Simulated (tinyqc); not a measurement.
How far the fits carry: temperature and isotope dependence of a band gap in oscillator models.

E(T) = E0 - sum_i sl_i th_i n_i(T), n = 1/(exp(th/T) - 1). The same coupling lowers the gap at 0 K by the zero-point term ZP = sum_i sl_i th_i/2, so the gap of the static lattice is E0 + ZP. Thermal expansion is taken as part of the slopes.

Two-parameter forms are made to pass through the falls at the two temperatures T12: Varshni aV T^2/(T + bV), from the line T^2/fall = (T + bV)/aV; one oscillator s1 t1/(exp(t1/T) - 1), with t1 from the ratio of the falls.

Values chosen for the exercise (near those of diamond; the results hold for these values, not for the real material):
- E0 = 5.432 eV (gap at 0 K)
- th = (509, 1790) K (temperatures of two oscillators)
- sl = (0.1355, 0.4535) meV/K (their high-temperature slopes)
- T12 = (800, 1850) K (temperatures of the fits)

Falls of the gap from E0, and errors of the two fits against the model.

Results:
```
T (K)  fall (meV)  Varshni - model (meV)  one oscillator - model (meV)  fall/ZP
20           0.00                   0.14                          0.00    0.000
50           0.00                   0.87                          0.00    0.000
100          0.43                   3.00                         -0.43    0.001
200          5.98                   7.23                         -5.07    0.014
300         17.56                  11.15                         -8.91    0.040
400         36.19                  13.17                         -8.92    0.082
600         94.92                   9.31                         -4.29    0.216
800        174.53                   0.00                          0.00    0.396
```

Below the first fit point the largest errors are +13.17 meV (Varshni, 400 K, on a fall of 36.19 meV) and -8.92 meV (one oscillator, 400 K); a T^2 law cannot freeze out; a single oscillator misses the soft modes. No row lies well beyond the second fit point, so the table does not test extrapolation to high T. The thermal fall stays below ZP up to 800 K.

tinyqc: `OMP_NUM_THREADS=1 python tinyqc.py 1850244 1850245 out.jsonl`; about 0.01 s, one thread, shared Intel(R) Xeon(R) Processor @ 2.30GHz.
